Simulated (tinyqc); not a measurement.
What an interlayer buys: scattering of inversion-layer electrons by surface optical phonons of the gate insulator (remote phonon scattering). Computed by tinyqc, a small Python program. Command: `OMP_NUM_THREADS=1 python tinyqc.py 3112248 3112249 out.jsonl sophonon walk`. One thread of a shared host (Intel(R) Xeon(R) Processor @ 2.30GHz), about 0.02 s of CPU time with the checks.

One subband with the Fang-Howard envelope; insulator and channel are half-spaces, the gate is far away, and an interlayer only moves the polar surface away by t (its own modes and its permittivity contrast are left out).

Inputs (values chosen for the exercise, modelled on HfO2 on silicon): static constant of the insulator eps_0s = 21.4; intermediate constant eps_i = 6.49; optical constant eps_inf = 5.08; hbar omega_TO1 = 12.1 meV; hbar omega_TO2 = 49 meV; constant of the channel eps_s = 11.7; in-plane mass m = 0.189 m_0; valleys g_v = 2; sheet density n = 4e+12 1/cm^2; mean distance of the electrons z0 = 3/b = 2 nm; interlayer thickness t = 0 nm; temperature T = 200 K; mobility from other processes = 360 cm^2/(V s).

Screening by the channel electrons: static.

Constants: k_B = 8.617333262e-05 eV/K; hbar^2/(2 m_0) = 3.80998212 eV angstrom^2; e^2/(4 pi eps_0) = 14.39964548 eV angstrom; hbar = 6.582119569e-16 eV s; e = 1.602176634e-19 C; m_0 = 9.1093837015e-31 kg.

Method:
- eps(w) = eps_inf + (eps_0s - eps_i) w1^2/(w1^2 - w^2) + (eps_i - eps_inf) w2^2/(w2^2 - w^2). Surface modes solve eps(w) + eps_s = 0, a quadratic in w^2; the strength of a mode is g = 2/(w d eps/dw).
- Occupation N = 1/(exp(hbar w/(k_B T)) - 1).
- Density of states D = g_v m/(pi hbar^2); eta = E_F/(k_B T) = ln(exp(n/(D k_B T)) - 1); screening wave number q_s = e^2 D/(2 eps_0 eps_avg) x 1/(1 + exp(-eta)), eps_avg = (eps_s + eps_inf)/2; b = 3/z0.
- For a mode of strength g, without the occupation factor, Area x |M(q)|^2 = e^2 hbar w g/(2 eps_0 q) x (b/(b + q))^6 exp(-2 q t) / (1 + (q_s/q) H(q))^2, H = (1 + 9 x/8 + 3 x^2/8)/(1 + x)^3, x = q/b.
- Approximate momentum relaxation rate, taking tau v alike in the initial and final states: 1/tau = (m/(2 pi hbar^3)) sum over modes and over absorption (N, E' = E + hbar w) and emission (N + 1, E' = E - hbar w > 0) of [(1 - f(E'))/(1 - f(E))] int_0^(2 pi) Area |M(q)|^2 (1 - cos theta) d theta, q^2 = k^2 + k'^2 - 2 k k' cos theta, f the Fermi function; 48 midpoints in theta from 0 to pi.
- mu = (e/m) int tau E f (1 - f) dE/(k_B T int f dE), by 300 midpoints from 0 to (max(eta, 0) + 14) k_B T; Matthiessen sum with the other processes.

hbar omega_SO (meV): 1 16.2873, 2 51.1271

strengths g: 1 0.0242819, 2 0.0051014

occupations N: 1 0.635773, 2 0.054276

b = 1.5 1/nm

q_s = 1.31120 1/nm

eta = 1.20852

Against the interlayer thickness:
```
t (nm)  remote-phonon mobility (cm^2/(V s))  total (cm^2/(V s))
0.0                              1.0547e+04              348.12
0.3                              1.6420e+04              352.28
0.6                              2.5282e+04              354.95
1.0                              4.3917e+04              357.07
1.5                              8.3706e+04              358.46
2.0                              1.5108e+05              359.14
3.0                              4.2170e+05              359.69
```

1 nm of interlayer raises the remote-phonon mobility by a factor 4.16, as exp(2 q t) with an effective q of 0.71 per nm; between 2 and 3 nm the effective q is 0.51. The total goes from 348 to 357 over the first nanometre.

Extremes, crossings and ranges named in words are read from the listed rows.
